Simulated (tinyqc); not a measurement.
What moves the results: Boltzmann transport in a parabolic band with a power-law relaxation time. A value that a table varies takes the place of the one given here.

F_j(eta) = (1/Gamma(j + 1)) integral_0^infinity x^j dx/(1 + exp(x - eta)), which tends to exp(eta) for eta << 0.

n = N F_1/2(eta) with N = 2 (m kB T/(4 pi c))^(3/2) with c = hbar^2/2m0, in 1/angstrom^3; times 1e24 for 1/cm^3, m = md.

tau = tau0 x^r with x = E/kT. With K_j = Gamma(j + 1) F_j(eta): <tau> = tau0 (r + 3/2) K_(r+1/2)/((3/2) K_(1/2)); mu = <tau>/(mc m0/e), m0/e = 5.685630e-12 kg/C; Hall factor rH = (3/2) K_(1/2) (2r + 3/2) K_(2r+1/2)/((r + 3/2) K_(r+1/2))^2; Seebeck S = -(kB/e) [(r + 5/2) K_(r+3/2)/((r + 3/2) K_(r+1/2)) - eta]; Lorenz number L = (kB/e)^2 [(r + 7/2) K_(r+5/2)/((r + 3/2) K_(r+1/2)) - ((r + 5/2) K_(r+3/2)/((r + 3/2) K_(r+1/2)))^2]; kB/e in V/K. Valley anisotropy is left out of rH.

Constants: hbar^2/2m0 = 3.80998211 eV angstrom^2; kB = 8.617333262e-05 eV/K.

Inputs chosen for the exercise (masses near those of Si; tau0 is set for a mobility of the usual size at this n, kL is a free input; freeze-out and phonon drag, which matter near 77 K, are left out; the results hold for these values, not for the real material):
- md = 1.088 m0 (density-of-states mass)
- mc = 0.2651 m0 (conductivity mass)
- tau0 = 26 fs (tau at E = kT)
- r = 0.5 (exponent of tau)
- T = 77 K
- kL = 2.2 W/(m K) (lattice thermal conductivity)
- ta = 120 fs (acoustic tau at E = kT and 300 K)
- ti = 97 fs (impurity tau at E = kT and 300 K)
- n = 5.9e+18 1/cm^3 (electron density)

## Doping: the thermoelectric optimum

tau0 is held fixed. sigma = e n mu with e = 1.602176634e-19 C; ZT = S^2 sigma T/(kL + L sigma T).

Results:
```
n (1/cm^3)    eta  mu (cm^2/(V s))  sigma (S/cm)     rH  S (microvolt/K)  L (1e-8)  S^2 sigma (mW/(m K^2))      ZT
4.0e+16     -4.52              260          1.67  1.104             -649     2.228                  0.0701  0.0025
1.0e+17     -3.60              260          4.17  1.104             -570     2.228                   0.135  0.0047
4.0e+17     -2.19              262          16.8  1.101             -451     2.228                   0.341   0.012
1.0e+18     -1.21              267          42.7  1.096             -372     2.228                   0.591   0.021
2.0e+18     -0.43              273          87.6  1.089             -313     2.229                   0.857   0.030
4.0e+18      0.45              286           184  1.077             -255     2.233                    1.19   0.041
9.0e+18      1.72              315           455  1.056             -189     2.247                    1.63   0.055
2.0e+19      3.47              367      1.18e+03  1.034             -131     2.283                    2.02   0.065
4.0e+19      5.76              438      2.81e+03  1.018              -90     2.334                    2.26   0.064
9.0e+19     10.06              558      8.05e+03  1.007              -55     2.391                    2.40   0.050
```

|S| falls by 198 microvolt/K from the first to the third row (198 a decade in the non-degenerate range; holes, which count near the intrinsic density, and non-parabolicity are left out). The power factor still rises at the last row, because tau grows with the Fermi energy for this r; ZT is largest at 2e+19 1/cm^3 (eta = 3.47). mu changes by a factor 2.15 over the table and rH goes from 1.104 to 1.007. A real tau0 would fall with doping.

## The scattering mechanism

eta = 1.01708

Same eta for each exponent.

Results:
```
r                                     mechanism  <tau>/tau0     rH  S (microvolt/K)  L (1e-8 W ohm/K^2)
-0.5                           acoustic phonons       0.626  1.105           -150.1               1.725
0.0                  a constant relaxation time       1.000  1.000           -186.8               1.970
0.5   polar optical or piezoelectric scattering       1.727  1.068           -222.7               2.238
1.5                          ionised impurities       6.219  1.609           -294.8               2.842
```

From r = -1/2 to 3/2 |S| grows by 144.7 microvolt/K, against 2 kB/e = 172.3 in the non-degenerate limit: scattering that favours fast electrons raises the mean energy carried. rH is 1 only for constant tau and reaches 1.609 for r = 3/2; L spans 1.725 to 2.842 against the metallic 2.443.

## Mobility against temperature (two scattering mechanisms together, and the Matthiessen rule)

Non-degenerate electrons. 1/tau(x) = x^(1/2)/tA + 1/(tI x^(3/2)), x = E/kT, with tA = ta (T/300)^(-3/2) and tI = ti (T/300)^(3/2) (the screening logarithm is held fixed). <tau> = integral x^(3/2) tau exp(-x) dx/Gamma(5/2); mu = <tau>/(mc m0/e), m0/e = 5.685630e-12 kg/C. Matthiessen: 1/mu = 1/muA + 1/muI with <tau>A = tA Gamma(2)/Gamma(5/2), <tau>I = tI Gamma(4)/Gamma(5/2).

rH = <tau^2>/<tau>^2. ta and ti are inputs of their own, not tied to tau0.

Mobilities (cm^2/(V s)):
```
T (K)  acoustic  impurity  Matthiessen  exact     rH  Matthiessen/exact
40     1.23e+04       141          140    136  1.836              1.025
60     6.70e+03       260          250    233  1.689              1.075
80     4.35e+03       400          366    319  1.534              1.147
120    2.37e+03       735          561    430  1.301              1.304
160    1.54e+03  1.13e+03          652    465  1.171              1.402
220         954  1.82e+03          626    443  1.078              1.414
300         599  2.90e+03          497    373  1.036              1.331
400         389  4.47e+03          358    291  1.030              1.229
550         241  7.21e+03          233    206  1.046              1.136
```

The exact mobility peaks at 160 K of those listed. The two mechanisms are equal between 160 and 220 K. The rule overestimates everywhere, most at 220 K (by 41 %), since impurities stop the slow electrons and phonons the fast ones. rH runs between 1.030 and 1.836; the pure limits are 1.178 and 1.933, and the mixture dips below both, since the opposite energy slopes of the two rates leave tau nearly constant. Optical and intervalley phonons, left out, lower real mobilities above about 150 K.

## What moves the coefficients

sigma = e n mu with e = 1.602176634e-19 C; ZT = S^2 sigma T/(kL + L sigma T). Each row changes one parameter from the base and keeps the others.

Results:
```
case                 mu (cm^2/(V s))  sigma (S/cm)  S (microvolt/K)      ZT
base                           297.9         281.6           -222.7  0.0478
md = 1.414 m0                  286.3         270.6           -254.9  0.0603
mc = 0.3446 m0                 229.2         216.6           -222.7  0.0370
n = 1.18e+19 1/cm^3            329.8         623.5           -168.5  0.0590
tau0 = 39 fs                   446.8         422.4           -222.7  0.0710
kL = 1.1 W/(m K)               297.9         281.6           -222.7  0.0936
T = 127 K                      278.7         263.4           -284.8   0.119
```

The largest shifts from the base row, up to three for each result and ties (the steps differ in size, so this ranks the rows, not the parameters). mu (cm^2/(V s)): tau0 +149, mc -68.7, n +31.9; unchanged at the printed digits by kL. sigma (S/cm): n +342, tau0 +141, mc -65.0; unchanged at the printed digits by kL. S (microvolt/K): T -62.1, n +54.2, md -32.3; unchanged at the printed digits by mc, tau0 and kL. ZT: T +0.0715, kL +0.0458, tau0 +0.0231. The row for T keeps tau0 fixed; for phonon scattering tau0 itself falls as T rises.

Program tinyqc; command `OMP_NUM_THREADS=1 python tinyqc.py 1652287 1652288 out.jsonl`; about 0.01 s on one thread of a shared Intel(R) Xeon(R) Processor @ 2.30GHz.
